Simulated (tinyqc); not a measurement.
Displacements against temperature: thermal displacements in the Debye model: Debye-Waller factors, bond-length spread and the Lindemann rule. Computed by tinyqc, a small Python program. Command: `OMP_NUM_THREADS=1 python tinyqc.py 3020787 3020788 out.jsonl debyewaller walk`. One thread of a shared host (Intel(R) Xeon(R) Processor @ 2.30GHz), about 0.01 s of CPU time with the checks.

A Debye spectrum with three branches of one velocity, cut at k_B Theta; 8 atoms per cube, nearest neighbours at d = 0.433013 a.

Inputs (values chosen for the exercise, modelled on silicon):
```
quantity                 value      unit
atomic mass M            28.09         u
Debye temperature Theta    527         K
lattice constant a       5.431  angstrom
temperature T              295         K
```

Structure: diamond.

reflection (h k l): 3  3  1

Constants: hbar^2/u = 4.18015928e-03 eV angstrom^2; k_B = 8.617333262e-05 eV/K.

Method:
- <u_x^2> = (3 hbar^2/(2 M k_B Theta)) int_0^1 s coth(s Theta/(2T)) ds (64 Gauss-Legendre points); it tends to 3 hbar^2/(4 M k_B Theta) at T = 0 and to 3 hbar^2 T/(M k_B Theta^2) at high T.
- B = 8 pi^2 <u_x^2>.
- G = 2 pi sqrt(h^2 + k^2 + l^2)/a; the intensity is multiplied by exp(-2W), 2W = G^2 <u_x^2>; the loss goes into thermal diffuse scattering.
- Correlated Debye model: sigma^2 = (3 hbar^2/(M k_B Theta)) int_0^1 s coth(s Theta/(2T)) [1 - sin(s q_D R)/(s q_D R)] ds for two atoms at distance R, q_D = (6 pi^2 n)^(1/3), n atoms per volume; uncorrelated motion would give 2 <u_x^2>.
- The correlation is 1 - sigma^2/(2 <u_x^2>); exp(-2W) uses 2W = G^2 <u_x^2>.

|G| = 5.04286 1/angstrom

Displacements (angstrom^2):
```
T (K)    <u_x^2>   classical  sigma^2 at d  sigma^2 at 2d  exp(-2W)
16     0.0024725  2.9846e-04     0.0032135      0.0048929   0.93906
53     0.0026211  9.8865e-04     0.0032356      0.0049616   0.93552
110    0.0031415   0.0020519     0.0034816      0.0055233   0.92322
180    0.0040972   0.0033577     0.0041622      0.0068466   0.90105
290    0.0058903   0.0054096     0.0056392      0.0095337   0.86089
420    0.0081720   0.0078346     0.0076240       0.013051   0.81236
630     0.011979    0.011752      0.011012       0.018988   0.73740
950     0.017872    0.017721      0.016314       0.028230   0.63477
1200    0.022504    0.022385      0.020500       0.035509   0.56423
```

What does the comparison show, and why?

The classical line is within 5 % from T = 420 K (T/Theta = 0.80) on. The correlation of nearest neighbours grows from 0.35 to 0.54, since thermal motion weights long waves, which move neighbours together, more than zero-point motion does; at 2d it ends at 0.21. The reflection keeps 94 % of its intensity at the lowest T and 56 % at the highest.

Extremes, crossings and ranges named in words are read from the listed rows.
